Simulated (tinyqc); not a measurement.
What each parameter does: configuration-coordinate model of carrier capture at a defect.

Two parabolas of equal curvature k in one coordinate Q: with the carrier free at the band edge, U_f = k Q^2/2; with the carrier trapped, U_t = k (Q - dQ)^2/2 - ET. ER = k dQ^2/2, Huang-Rhys factor S = ER/hw, hw = 0.0646541 sqrt(k/M) eV for k in eV/angstrom^2 and M in u. The curves cross at a height Eb = (ER - ET)^2/(4 ER) above the free minimum.

Multiphonon factor for giving p = ET/hw phonons to the lattice: W = exp(-S (2 nb + 1)) ((nb + 1)/nb)^(p/2) I_p(x), nb = 1/(exp(hw/kT) - 1), x = 2 S sqrt(nb (nb + 1)), I_p the modified Bessel function. Classical limit: W = hw exp(-Eb/kT)/sqrt(4 pi ER kT). At T = 0: exp(-S) S^p/Gamma(p + 1).

Constants: kB = 8.617333262e-05 eV/K.

Inputs chosen for the exercise (of the size met at a DX centre in AlGaAs; shifted at random, so the results belong to these values and not to a real crystal): ET = 0.1 eV (thermal depth of the level below the band edge); ER = 0.68 eV (relaxation energy); hw = 0.013 eV (phonon energy of the mode); T = 250 K (temperature).

Eb, log10 W and the full width 2.35482 sqrt(ER hw coth(hw/2kT)).

Results for these values:
```
case  Eb (eV)  log10 W  full width (eV)
base   0.1237   -3.984           0.4091
```

What happens to each result for ET = 0.14 eV, all else kept?

Answer: Eb falls from 0.1237 to 0.1072; log10 W rises from -3.984 to -3.653; full width does not change at the printed digits.

The same for each parameter in turn:
```
case            Eb (eV)  log10 W  full width (eV)
base             0.1237   -3.984           0.4091
ET = 0.14 eV     0.1072   -3.653           0.4091
ER = 0.73 eV     0.1359   -4.244           0.4239
hw = 0.0156 eV   0.1237   -3.892           0.4117
T = 280 K        0.1237   -3.749           0.4317
```

Run: tinyqc, `OMP_NUM_THREADS=1 python tinyqc.py 1451298 1451299 out.jsonl`; Intel(R) Xeon(R) Processor @ 2.30GHz, one thread, shared host; about 0.01 s of CPU time with all checks.
